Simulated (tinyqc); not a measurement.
# Absorption edge of a degenerate semiconductor, band filling against gap narrowing: effects of single changes

n-type, parabolic bands, full ionisation. eta = (EF - Ec)/kB T solves N = Nc F12(eta), F12(x) = (2/sqrt(pi)) int_0^infinity sqrt(u)/(1 + exp(u - x)) du. The gap shrinks rigidly by dEg = a3 y^(1/3) + a4 y^(1/4) + a2 y^(1/2), y = N/1e18 cm^-3, an empirical law that is here taken as the true narrowing.

Inputs (values chosen for the exercise); band and dielectric values those of a made-up semiconductor: temperature T = 300 K; band gap Eg = 1.11 eV; conduction-band density of states at 300 K, from me Nc = 5.31e17 cm^-3; electron mass me = 0.0765 m0; hole mass mh = 0.564 m0; coefficient of (N/1e18)^(1/3) a3 = 19.3 meV; coefficient of (N/1e18)^(1/4) a4 = 6.5 meV; coefficient of (N/1e18)^(1/2) a2 = 4.1 meV.

Constants: q = 1.602176634e-19 C, kB = 1.380649e-23 J/K, Vt = kB T/q. Results are converted to the units shown.

Each table varies one quantity; the others keep the values above.

## The optical edge against doping

Vertical transitions need an empty final state: the edge is taken where the state lies 4 kB T below EF, E_opt = Eg - dEg + (1 + me/mh) max(eta - 4, 0) kB T; wavelength h c/(q E_opt).

The optical edge against doping:
```
N (cm^-3)       eta  dEg (meV)  filling shift (meV)  E_opt (eV)
9.8e16      -1.6247     13.818                    0      1.0962
1.8e17     -0.96252     16.870                    0      1.0931
3.4e17     -0.22143     20.825                    0      1.0892
6.4e17      0.60589     25.726                    0      1.0843
1.2e18       1.5906     31.804                    0      1.0782
2.3e18       2.9151     39.699                    0      1.0703
4.2e18       4.6138     48.847               18.021      1.0792
7.9e18       7.1971     60.860               93.862      1.1430
1.5e19       11.140     76.269               209.61      1.2433
2.8e19       16.952     95.253               380.25      1.3950
5.2e19       25.654     119.06               635.73      1.6267
```

E_opt goes from 1.10 through a minimum of 1.07 (at N = 2.3e18 cm^-3 among the rows listed) to 1.63 eV, against Eg = 1.11 eV; the filling shift is 0 while eta is below 4. At the end narrowing grows as N^(0.36) and EF - Ec as N^(0.67). Filling therefore wins at high density. For N = 1.5e19, 2.8e19, 5.2e19 EF lies more than 0.2 eV in the band, where non-parabolicity lowers it markedly.

## Approximations to the Fermi level

With u = N/Nc: Boltzmann ln u; Joyce-Dixon ln u + 0.353553 u - 4.95009e-3 u^2 + 1.48386e-4 u^3 - 4.42563e-6 u^4; degenerate limit (3 sqrt(pi) u/4)^(2/3). The Einstein ratio is D/(mu Vt) = F12/Fm, Fm(x) = dF12/dx = (1/sqrt(pi)) int_0^infinity u^(-1/2)/(1 + exp(u - x)) du.

Results:
```
N (cm^-3)     N/Nc     eta  Boltzmann  Joyce-Dixon  degenerate  D/(mu Vt)
3.3e16     0.06215  -2.756     -2.778       -2.756      0.1897      1.022
6.5e16      0.1224  -2.057     -2.100       -2.057      0.2981      1.043
1.3e17      0.2448  -1.321     -1.407       -1.321      0.4731      1.086
5.2e17      0.9793  0.3207   -0.02093       0.3207       1.192      1.337
1e18         1.883   1.282     0.6330        1.282       1.844      1.633
2.1e18       3.955   2.704      1.375        2.704       3.023      2.267
4.1e18       7.721   4.534      2.044        4.531       4.723      3.294
8.2e18       15.44   7.384      2.737        7.311       7.497      5.079
1.6e19       30.13   11.64      3.406        9.976       11.71      7.853
```

Estimate the missing row, N = 2.6e17 cm^-3.

Computed row:
```
N (cm^-3)    N/Nc      eta  Boltzmann  Joyce-Dixon  degenerate  D/(mu Vt)
2.6e17     0.4896  -0.5421    -0.7141      -0.5421      0.7511      1.171
```

With this row back in the table: Boltzmann is within 0.1 of eta up to N/Nc = 0.24, Joyce-Dixon within 0.01 up to 7.7, and the degenerate limit is off by 0.071 in the last row. The Einstein ratio rises from 1.02 to 7.85: degenerate carriers diffuse faster for the same mobility.

Range of the model: Band tails, non-parabolic bands and incomplete ionisation are left out.

tinyqc, about 0.01 s, one thread, Intel Xeon 2.30GHz (shared host): `OMP_NUM_THREADS=1 python tinyqc.py 2330020 2330021 out.jsonl`
